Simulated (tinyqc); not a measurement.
# From Si-Si peak back to degree of relaxation R

Model: composition and strain of an epitaxial Si(1-x)Ge(x) layer from Raman and X-ray peaks. Computed by tinyqc, a small Python program. Command: `OMP_NUM_THREADS=1 python tinyqc.py 3021565 3021566 out.jsonl epiraman inv`. One thread of a shared host (Intel(R) Xeon(R) Processor @ 2.30GHz), about 0.02 s of CPU time with the checks.

A (001) layer, biaxially strained in the plane. The Raman peaks follow empirical lines omega = w0 + c1 x + c3 x^3 + b eps (c3 for Si-Ge alone), with eps the in-plane strain.

Inputs (values chosen for the exercise, modelled on silicon-germanium): Ge fraction x = 0.33; lattice constant of Si = 5.431 angstrom; lattice constant of Ge = 5.658 angstrom; bowing B = 0.029 angstrom; 2 C12/C11 of Si = 0.767; 2 C12/C11 of Ge = 0.757; Si-Si: w0 = 520.2 1/cm; Si-Si: c1 = -68.3 1/cm; Si-Si: strain coefficient b = -742 1/cm; Si-Ge: w0 = 400.1 1/cm; Si-Ge: c1 = 24.3 1/cm; Si-Ge: c3 = -34.8 1/cm; Si-Ge: strain coefficient b = -544 1/cm; Ge-Ge: w0 = 280.2 1/cm; Ge-Ge: c1 = 19.6 1/cm; Ge-Ge: strain coefficient b = -448 1/cm.

Substrate: silicon.

Method:
- Relaxed lattice constant a(x) = a_Si + (a_Ge - a_Si) x - B x (1 - x).
- In-plane constant a_par = a_sub + R (a(x) - a_sub); eps = a_par/a(x) - 1; eps_perp = -(2 C12/C11) eps with 2 C12/C11 linear in x; a_perp = a(x) (1 + eps_perp).
- Insert x and eps in the three lines; the strain part is b eps.

Problem. A run gave the result below. Find the degree of relaxation R, known to lie between 0.28 and 0.51.

Si-Si peak = 503.8457 1/cm

Solution.

Each step takes the trial c = (a f_b - b f_a)/(f_b - f_a), f being the result less the target and a, b, c the logarithms of the listed values; c replaces end b, the old b replaces a if the sign of f changed, and otherwise f_a is halved.

Scan of the range:
```
degree of relaxation R  Si-Si peak (1/cm)
0.280                             504.315
0.309                             504.047
0.342                             503.742
0.378                             503.409
0.418                             503.040
0.461                             502.642
0.510                             502.190
```

False position (Illinois rule, in the logarithm of the input) inside the bracket:
```
step     end a     end b     trial  Si-Si peak (1/cm)
1     0.309000  0.342000  0.330417            503.849
2     0.342000  0.330417  0.330789            503.846
3     0.342000  0.330789  0.330801            503.846
4     0.330789  0.330801  0.330795            503.846
```

Si-Si peak falls at every point of a 13-point scan of the range (every second point is shown), so one value fits; it is bracketed by 0.309 and 0.342. The scan shows a straight line, so linear interpolation between any two rows gives the answer at once. Answer: degree of relaxation R = 0.3308.
